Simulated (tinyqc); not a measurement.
Floating body of a partially depleted SOI transistor: body voltage and kink: one step of the calculation.

Source at 0 V. Channel current Ic = 2 nf K Vt^2 [F(0) - F(Vd)](1 + la Vd), F(V) = ln^2(1 + exp((Vg - VT - nf V)/(2 nf Vt))), VT = VT0 - gb Vb. Saturation voltage Vs = 2 Vt sqrt(F(0)) + 3 Vt, excess Ve = (Vd - Vs + sqrt((Vd - Vs)^2 + 0.0004 V^2))/2, multiplication M1 = Ai Ve exp(-Bl/Ve). Each junction passes D(v) = J1 (exp(v/Vt) - 1) + J2 (exp(v/(2 Vt)) - 1). Bipolar current Ib = bb J1 (exp(Vb/Vt) - 1). The body settles where M1 (Ic + Ib) = D(Vb) + D(Vb - Vd) + Vb/Rb; drain current Id = (1 + M1)(Ic + Ib) - D(Vb - Vd).

Task. Drain current with floating and with grounded body. Id and VT at the converged Vb, Id at Vb = 0, their ratio, and the bipolar share Ib/(Ic + Ib).

Inputs (values chosen for the exercise); values of the order met in partially depleted silicon-on-insulator transistors:
```
symbol,value,unit,meaning
T,330,K,temperature
VT0,0.43,V,threshold at zero body voltage
gb,0.25,,fall of the threshold per volt of body voltage
nf,1.31,,slope factor
K,250,uA/(V^2 um),gain factor per width
la,0.1,1/V,channel-length modulation factor
Ai,3.89,1/V,impact-ionisation prefactor
Bl,6.8,V,impact-ionisation voltage
J1,1.1e-11,uA/um,diffusion saturation current of each junction
J2,3.5e-9,uA/um,recombination saturation current of each junction
bb,0,,gain of the lateral bipolar transistor on the diffusion current
Rb,1e9,kohm um,"resistance of a weak body tie to the source (1e9 stands for no tie, and the term is then dropped)"
Vg,1,V,gate voltage
Vd,2.1,V,drain voltage
```

Constants: q = 1.602176634e-19 C, kB = 1.380649e-23 J/K, Vt = kB T/q. Results are converted to the units shown.

converged Vb = 0.75110654 V

Find: VT; Id, floating; Id, grounded; ratio; bipolar share.

Result.

VT = 0.2422 V
Id, floating = 69.55 uA/um
Id, grounded = 40.63 uA/um
ratio = 1.712
bipolar share = 0.000 %

The body rises to 0.751 V and lowers the threshold by 188 mV.

Range of the model: The multiplication law is an empirical form chosen for the exercise; self-heating and capacitive coupling to the body are left out, and the linear laws are rough once Vb passes about 0.7 V or M1 about 0.1.

tinyqc, about 0.2 s, one thread, Intel Xeon 2.30GHz (shared host): `OMP_NUM_THREADS=1 python tinyqc.py 2182235 2182236 out.jsonl`
